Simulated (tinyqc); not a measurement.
An infinitely deep well in a field (quantum-confined Stark shift), Airy functions: one step of the calculation.

Hard walls at x = -L/2 and +L/2; between them U(x) = -F x (eV, zero at the centre). C = hbar^2/(2 m0), e = (C F^2/m1)^(1/3), z1 = (F L/2 - E)/e at the left wall and z2 = (-F L/2 - E)/e at the right wall. Levels are the roots of D(E) = Ai(z1) Bi(z2) - Ai(z2) Bi(z1).

Question. Level without field and second-order shift. E_n(0) = C (n pi/L)^2/m1; second-order shift m1 F^2 L^4 (1 - 15/(pi n)^2)/(48 C pi^2 n^2).

Inputs (values chosen for the exercise): mass m1 = 0.068 m0; well width L = 12.8 nm; field F = 0.014 V/nm; level sought n = 1.

Constants: q = 1.602176634e-19 C, hbar = 1.054571817e-34 J s, m0 = 9.1093837015e-31 kg, hbar^2/(2 m0) = 0.0380998212 eV nm^2. Results are converted to the units shown.

Give: E_n(0); second-order shift; F L/E_1(0).

Answer.

E_n(0) = 0.033752 eV
second-order shift = -10.304 meV
F L/E_1(0) = 5.3094

Program tinyqc, `OMP_NUM_THREADS=1 python tinyqc.py 2580005 2580006 out.jsonl`; Intel Xeon 2.30GHz, shared host, one thread, about 0.02 s.
